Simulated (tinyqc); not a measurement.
Physical sputtering: collision-cascade yield, angular dependence, faceting and resputtering in deposition: one step, computed by the program tinyqc.

Ions start collision cascades; atoms that reach the surface with more than U leave. The target is amorphous or fine-grained.

Task: Yield at normal incidence. gamma = 4 M1 M2/(M1 + M2)^2; threshold E_th = 6.7 U/gamma for M1 >= M2, else U (1 + 5.7 M1/M2)/gamma. eps = 0.03255 M2 E/(Z1 Z2 (M1 + M2) z), z = (Z1^(2/3) + Z2^(2/3))^(1/2), E in eV; s_n = 3.441 sqrt(eps) ln(eps + 2.718)/(1 + 6.355 sqrt(eps) + eps (6.882 sqrt(eps) - 1.708)); S_n = 84.78 Z1 Z2 M1 s_n/((M1 + M2) z) in eV angstrom^2; alpha = 0.249 (M2/M1)^0.56 + 0.0035 (M2/M1)^1.5 for M1 <= M2, else 0.0875 (M2/M1)^(-0.15) + 0.165 M2/M1; Y0 = 0.042 Q alpha S_n/U [1 - sqrt(E_th/E)]^2.5 (the electronic-loss factor of the full formula is dropped). Erosion rate = Y0 J/(e N); 1 cm^2 = 1e14 nm^2.

Inputs (values chosen for the exercise, modelled on argon ions on silicon):
```
quantity,value,unit
ion Z1,18,-
ion mass M1,39.95,u
target Z2,14,-
target mass M2,28.09,u
surface binding energy U,4.63,eV
target density N,49.9,1/nm^3
fit factor Q,0.71,-
ion energy E,130,eV
current density J,0.5,mA/cm^2
```

Constants: e = 1.602176634e-19 C.

Give: energy transfer factor gamma; threshold E_th; reduced energy eps; nuclear stopping S_n; alpha; yield Y0; erosion rate.

Result:

energy transfer factor gamma = 0.96962

threshold E_th = 31.993 eV

reduced energy eps = 0.0019470

nuclear stopping S_n = 418.94 eV angstrom^2

alpha = 0.20826

yield Y0 = 0.10129 atoms per ion

erosion rate = 3.8010 nm/min

The threshold factor is 0.180; the energy cost is 1280 eV per removed atom, 277 times U. Caution: within a few times the threshold, cascades are short and these fits are rough.
